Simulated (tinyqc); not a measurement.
Changing the temperature T: order-disorder in a binary alloy on two sublattices: Bragg-Williams and pair (quasi-chemical) approximations. Computed by tinyqc, a small Python program. Command: `OMP_NUM_THREADS=1 python tinyqc.py 3030407 3030408 out.jsonl order sweep`. One thread of a shared host (Intel(R) Xeon(R) Processor @ 2.30GHz), about 0.01 s of CPU time with the checks.

All z = 8 neighbours of a site lie on the other sublattice. B fills the sublattices with x + eta/2 and x - eta/2; energies are per site, from the pure components: u = -z w y with y the probability of an A-B bond taken in one order.

Inputs (values chosen for the exercise, for a model alloy): ordering energy w = (e_AA + e_BB)/2 - e_AB = 15.8 meV; fraction x of B = 0.45.

Lattice: bcc (B2 order, z = 8). Method: Newton steps.

scattering factors f_A, f_B (electrons): [23, 75]

Constants: k_B = 8.617333262e-05 eV/K.

Method:
- Bragg-Williams: u = -z w [x (1 - x) + eta^2/4]; minimising f gives ln[a (1 - b)/(b (1 - a))] = 2 z w eta/(k_B T) =: ln Q, a = x + eta/2, b = x - eta/2. For given Q this is a quadratic for eta, (Q - 1) eta^2/4 - (Q + 1) eta/2 + (Q - 1) x (1 - x) = 0, smaller root: the map eta -> phi(eta).
- Newton steps on phi(eta) - eta, with the slope by central differences of 1e-6; start at 0.999 times 2x; stop when |phi - eta| < 1e-10.
- a = x + eta/2, b = x - eta/2; u = -z w [x (1 - x) + eta^2/4]; s/k_B = [s2(a) + s2(b)]/2, s2(c) = -c ln c - (1 - c) ln(1 - c); gain on ordering = f(eta) - f(0), f = u - T s. Superlattice over fundamental intensity = [eta (f_B - f_A)/2]^2/[(1 - x) f_A + x f_B]^2.

One run for each value; columns: (1) temperature T (K); (2) order parameter eta; (3) B fraction on the A sublattice; (4) entropy s (k_B/site); (5) gain on ordering (meV/site); (6) intensity ratio:
```
(1)      (2)      (3)      (4)      (5)      (6)
296  0.89757  0.00121  0.16856  -12.205  0.25296
347  0.89086  0.00457  0.18209   -9.947  0.24919
398  0.87538  0.01231  0.20884   -7.776  0.24061
449  0.84689  0.02656  0.25118   -5.757  0.22520
500  0.80170  0.04915  0.30862   -3.958  0.20181
551  0.73606  0.08197  0.37897   -2.440  0.17011
602  0.64396  0.12802  0.45974   -1.255  0.13020
653  0.51192  0.19404  0.54888   -0.445  0.08228
704  0.29066  0.30467  0.64481   -0.041  0.02653
```

Over the rows, order parameter eta falls from 0.898 to 0.291 (exponent d ln y / d ln x -0.047 between the first rows and -7.5 between the last); B fraction on the A sublattice rises from 0.00121 to 0.305 (exponent d ln y / d ln x 8.3 between the first rows and 6.0 between the last); entropy s (k_B/site) rises from 0.169 to 0.645 (exponent d ln y / d ln x 0.49 between the first rows and 2.1 between the last). Near T_c mean-field theory gives eta^2 linear in T_c - T; from the last two rows eta^2 extrapolates to zero at 728.3 K, against T_c = 726.1 K.

Caution (rows 551, 602, 653, 704): T is near or above the T_c of the better pair approximation, so the true long-range order is lower than Bragg-Williams gives.
